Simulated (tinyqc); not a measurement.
## Metal gate on a two-layer dielectric stack with fixed charge and a dipole: flat band against the thickness t2

Gate, layer 2, layer 1, p-type semiconductor; x runs from the gate inwards. Charges are counted in units of +q. psi is the band bending at the surface, positive towards inversion. Classical charge, Boltzmann statistics, no interface traps.

EOT = 3.9 (t1/e1 + t2/e2), Cox = eps0/(t1/e1 + t2/e2); phi_ms = pM - (chi + Eg - Vt ln(Nv/Na)). Vfb = phi_ms + Vd - (q/eps0) [Q1 (t1/e1 + t2/e2) + Q2 t2/e2 + r1 (t1^2/(2 e1) + t1 t2/e2) + r2 t2^2/(2 e2)]: each charge counts with its electrical distance from the gate. ni = sqrt(Nc Nv) exp(-Eg/(2 Vt)), Eg in volts, pB = Vt ln(Na/ni), Vth = Vfb + 2 pB + sqrt(4 q eps0 eps_r Na pB)/Cox.

Parameters, values chosen for the exercise; band and dielectric values close to those of 4H silicon carbide, layer 1 close to silicon nitride, layer 2 close to zirconium oxide: temperature T = 300 K; band gap Eg = 3.32 eV; relative permittivity eps_r = 9.78; conduction-band density of states at T Nc = 1.7e19 cm^-3; valence-band density of states at T Nv = 2.54e19 cm^-3; electron affinity chi = 3.55 eV; acceptor density Na = 1.7e17 cm^-3; work function of the gate metal pM = 4.82 eV; thickness of layer 1, next to the semiconductor t1 = 0.9 nm; relative permittivity of layer 1 e1 = 7.35; relative permittivity of layer 2 e2 = 25; fixed charge at the semiconductor interface Q1 = 2.5e11 cm^-2; fixed charge between the layers Q2 = -3.3e11 cm^-2; uniform charge density in layer 1 r1 = 0 cm^-3; uniform charge density in layer 2 r2 = 9.3e17 cm^-3; flat-band shift by a dipole layer between the layers Vd = -0.25 V.

Constants: q = 1.602176634e-19 C, kB = 1.380649e-23 J/K, Vt = kB T/q, eps0 = 8.8541878128e-14 F/cm where lengths are in cm. Results are converted to the units shown.

Flat band against the thickness t2:
```
t2 (nm),EOT (nm),Vfb (V),Vth (V)
1,0.63355,-2.1759,0.96549
2,0.78955,-2.1763,0.98225
3,0.94555,-2.1774,0.99834
4,1.1016,-2.1792,1.0138
5,1.2576,-2.1816,1.0285
6,1.4136,-2.1847,1.0426
7,1.5696,-2.1885,1.0560
8,1.7256,-2.1930,1.0687
```

Vfb falls from -2.18 to -2.19 V and Vth rises from 0.965 to 1.07 V. The slope dVfb/dEOT is -2.76 mV/nm between the first two rows and -28.7 between the last two: the charge inside the growing layer bends the line. A line through the end rows meets EOT = 0 at -2.17 V, against phi_ms + Vd = -2.17 V; an effective work function read from it is off by -245 mV from pM.

tinyqc, about 0.01 s, one thread, Intel Xeon 2.30GHz (shared host): `OMP_NUM_THREADS=1 python tinyqc.py 2010017 2010018 out.jsonl`
